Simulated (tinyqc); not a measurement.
Electroplating on a thin resistive seed layer: kinetics, Wagner number and the terminal effect across a wafer: one step, computed by the program tinyqc. Command: `OMP_NUM_THREADS=1 python tinyqc.py 3120824 3120825 out.jsonl terminal walk`. One thread of a shared host (Intel(R) Xeon(R) Processor @ 2.30GHz), about 0.02 s of CPU time with the checks.

Current enters the seed at the rim. The bath is treated as a local resistance per area (no lateral flow in the liquid), two electrons per ion, molar volume 7.11 cm^3/mol, Faraday constant F = e N_A, kinematic viscosity 0.01 cm^2/s, omega = 2 pi x rpm/60; k_B T/e is in volts.

Task: Linear estimate of the terminal effect. Linearised: with R_t = kinetic + bath resistance the current density obeys (1/r)(r i')' = i R_s/R_t, so i = A I_0(r/l), l = sqrt(R_t/R_s); with x = R/l, edge/centre = I_0(x) and edge/mean = x I_0(x)/(2 I_1(x)). Voltage drop in the seed for a uniform current: i R_s R^2/4.

Inputs (values chosen for the exercise, of the order of those for copper plating from an acid sulfate bath): wafer radius R = 10 cm; mean current density = 34 mA/cm^2; temperature T = 298 K.

kinetic resistance = 1.180131 ohm cm^2

bath resistance R_b = 235.7143 ohm cm^2

sheet resistance R_s = 0.8651685 ohm/square

Give: length l; x = R/l; edge over centre, linear; edge over mean, linear; drop for uniform current.

Result:

length l = 16.547 cm

x = R/l = 0.60433

edge over centre, linear = 1.0934

edge over mean, linear = 1.0450

drop for uniform current = 735.39 mV

For small x edge/centre is 1 + x^2/4 = 1.091.
